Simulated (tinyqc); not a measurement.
Inside a calculation. Model: minimum-mode following (dimer method) and harmonic rate on a two-dimensional model surface. Computed by tinyqc, a small Python program that keeps every step. Command: `OMP_NUM_THREADS=1 python tinyqc.py 3014811 3014812 out.jsonl dimer walk`. One thread of a shared host (Intel(R) Xeon(R) Processor @ 2.30GHz), about 0.04 s of CPU time with the checks. Intermediate numbers are printed to about 6 digits and carried at full precision; extremes and crossings named in words are read from the listed rows.

V(x, y) = h u^2 + t x + (kappa/2)(y + c u)^2 with u = x^2/w^2 - 1; the path runs from the minimum near (-w, 0) to that near (w, 0).

Inputs (values chosen for the exercise, for a model surface):
```
quantity,value,unit
height h,0.21,eV
half width w,1.2,angstrom
transverse stiffness kappa,4.9,eV/angstrom^2
curvature c,0.49,angstrom
tilt t,-0.022,eV/angstrom
start as a fraction of the way from minimum to saddle,0.74,-
offset of the start in y,-0.1,angstrom
first angle of the dimer,40,degrees
half length delta,0.02,angstrom
step factor eta,0.048,angstrom^2/eV
```

Surface: curved double well.

## Stationary points

Newton steps x(new) = x - H^-1 grad V (moves limited to 0.3 angstrom) from (-w, 0), (w, 0) and (0, c) give the two minima and the saddle.

positions (angstrom):
```
,x,y
start,-1.18068,0.01565
end,1.21843,-0.01517
saddle,-0.03775,0.48952
```

energies (eV): start 0.026189, end -0.026604, saddle 0.210415

barrier from the start = 0.184226 eV

## Starting point

R0 = start minimum + fraction x (saddle - minimum) + (0, offset); in practice such a guess comes from a displaced minimum.

R at the start (angstrom): [-0.334913, 0.266311]

phi at the start = 40 degrees

## Dimer step 1

Dimer at R with unit axis N = (cos phi, sin phi) and normal T = (-sin phi, cos phi). Gradients g at R +/- delta N and at R +/- delta T give H N and H T by central differences, (g+ - g-)/(2 delta). With C_N = N.H N, C_T = T.H T and b = T.H N, rotate by theta = (1/2) atan2(-2b, C_T - C_N), the angle of least curvature C = (C_N + C_T)/2 - sqrt((C_N - C_T)^2/4 + b^2). Translate along F = -g + 2 (g.N) N if C < 0, else along F = (g.N) N, with the new axis: R(new) = R + eta F, the move limited to 0.2 angstrom.

C_N, C_T, b (eV/angstrom^2): [0.44891, 3.64028, 2.61806]

rotation theta = -29.3191 degrees

phi after step 1 = 10.6809 degrees

least curvature C = -1.02142 eV/angstrom^2

gradient g (eV/angstrom): [0.365346, -0.909056]

effective force F (eV/angstrom): [0.009116, 0.979682]

R after step 1 (angstrom): [-0.334475, 0.313335]

The curvature is negative, so the force along the axis is inverted.

## Dimer step 2

The formulas are those given above.

C_N, C_T, b (eV/angstrom^2): [-0.87053, 5.11544, -0.02702]

rotation theta = 0.258585 degrees

phi after step 2 = 10.9395 degrees

least curvature C = -0.870655 eV/angstrom^2

gradient g (eV/angstrom): [0.312540, -0.679123]

effective force F (eV/angstrom): [0.036955, 0.746675]

R after step 2 (angstrom): [-0.332701, 0.349176]

The curvature is negative, so the force along the axis is inverted.

## All steps

R0 = start minimum + fraction x (saddle - minimum) + (0, offset). Stop when |g| is below 1e-5 eV/angstrom, after 150 steps at most.

Course of the dimer:
```
step,x (angstrom),y (angstrom),E above the start (eV),C (eV/angstrom^2),|g| (eV/angstrom)
1,-0.334913,0.266311,0.244063,-1.02142,9.79724e-01
2,-0.334475,0.313335,0.206869,-0.87066,7.47589e-01
3,-0.332701,0.349176,0.186159,-0.75855,5.73829e-01
4,-0.329792,0.376565,0.174852,-0.67551,4.44734e-01
5,-0.325965,0.397567,0.168895,-0.61442,3.49848e-01
6,-0.321427,0.413735,0.165970,-0.56984,2.81133e-01
7,-0.316359,0.426241,0.164756,-0.53770,2.32298e-01
8,-0.310911,0.435970,0.164497,-0.51489,1.98299e-01
9,-0.305205,0.443589,0.164766,-0.49906,1.75036e-01
...,...,...,...,...,...
142,-0.044514,0.489348,0.184213,-0.57976,3.92888e-03
143,-0.044325,0.489353,0.184213,-0.57979,3.81943e-03
144,-0.044142,0.489358,0.184214,-0.57981,3.71302e-03
145,-0.043964,0.489362,0.184215,-0.57984,3.60957e-03
146,-0.043791,0.489367,0.184215,-0.57986,3.50900e-03
147,-0.043622,0.489371,0.184216,-0.57989,3.41123e-03
148,-0.043459,0.489376,0.184216,-0.57991,3.31617e-03
149,-0.043299,0.489380,0.184217,-0.57993,3.22377e-03
150,-0.043145,0.489384,0.184217,-0.57995,3.13393e-03
```

final position (angstrom): [-0.043145, 0.489384]

steps = 150

final |g| = 0.00313393 eV/angstrom

Tail of the gradient series: the residual falls at every step, but slowly, by a factor of about 0.972 a step

Not converged within 150 steps: the residual falls at every step, but slowly, by a factor of about 0.972 a step.

Reruns still fail with step factor eta = 0.096; and with step factor eta = 0.024; and with step factor eta = 0.008; and with half length delta = 0.001.
